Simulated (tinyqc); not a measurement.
# Two-junction solar cell, detailed-balance limit: effect of the temperature of the black-body sun

The top cell takes all photons above E1, the bottom cell those between E2 and E1. Each cell follows J = Jsc - J0 (exp(V/Vt) - 1) with J0 = q ge Phi(gap, T)/ERE; light emitted by one cell and absorbed by the other is left out. In series both carry one current; wired apart (four terminals) each works at its own maximum power point. Efficiencies are counted against Pin = fs X sigma Ts^4.

Photon flux above E from a black body at temperature T into a hemisphere: Phi(E, T) = A sum_k exp(-k E/th)[E^2 th/k + 2 E th^2/k^2 + 2 th^3/k^3], k = 1, 2, ..., with th = kB T/q in eV and A = 2 pi q^3/(h^3 c^2). J1 = q fs X Phi(E1, Ts), J2 = q fs X [Phi(E2, Ts) - Phi(E1, Ts)], J01 and J02 as above; sigma = 2 pi^5 kB^4/(15 h^3 c^2). In series V(J) = Vt [ln((J1 - J)/J01 + 1) + ln((J2 - J)/J02 + 1)], and J V(J) is largest where V = J Vt [1/(J1 - J + J01) + 1/(J2 - J + J02)]. Apart, each cell has (1 + v) exp(v) = 1 + Jsc/J0 at its maximum power point, v = Vmp/Vt.

Values chosen for this exercise: cell temperature T = 280 K; share of the hemisphere filled by the sun fs = 2.16e-5; concentration X = 1; external radiative efficiency ERE = 0.01; number of faces that emit ge = 1; gap of the bottom cell E2 = 1.09 eV; gap of the top cell E1 = 1.73 eV.

Constants: q = 1.602176634e-19 C, kB = 1.380649e-23 J/K, h = 6.62607015e-34 J s, c = 299792458 m/s, Vt = kB T/q. Results are converted to the units shown.

Results:
```
Ts (K)	J1 (mA/cm^2)	J2 (mA/cm^2)	series efficiency (%)	four-terminal efficiency (%)
4000	3.4571	7.5843	20.729	27.894
4500	7.1327	11.910	26.996	31.884
5000	13.000	17.198	32.481	34.910
5500	21.628	23.359	36.788	37.103
6500	49.365	37.904	34.017	39.569
7000	69.531	46.108	31.099	40.097
7500	94.567	54.828	28.296	40.293
```

Estimate the missing row, Ts = 6000 K.

Computed row:
```
Ts (K)	J1 (mA/cm^2)	J2 (mA/cm^2)	series efficiency (%)	four-terminal efficiency (%)
6000	33.570	30.292	36.806	38.610
```

With this row back in the table: As Ts goes from 4000 to 7500 K, the series efficiency goes from 20.7 through a maximum of 36.8 (at Ts = 6000 K among the rows listed) to 28.3 %, and the four-terminal one rises from 27.9 to 40.3 %. Among the rows the two lie closest, 0.32 points apart, at Ts = 5500 K, where J1/J2 = 0.926; the spread over the rows is 16.1 points in series and 12.4 apart.

Program tinyqc, `OMP_NUM_THREADS=1 python tinyqc.py 2820046 2820047 out.jsonl`; Intel Xeon 2.30GHz, shared host, one thread, about 0.01 s.
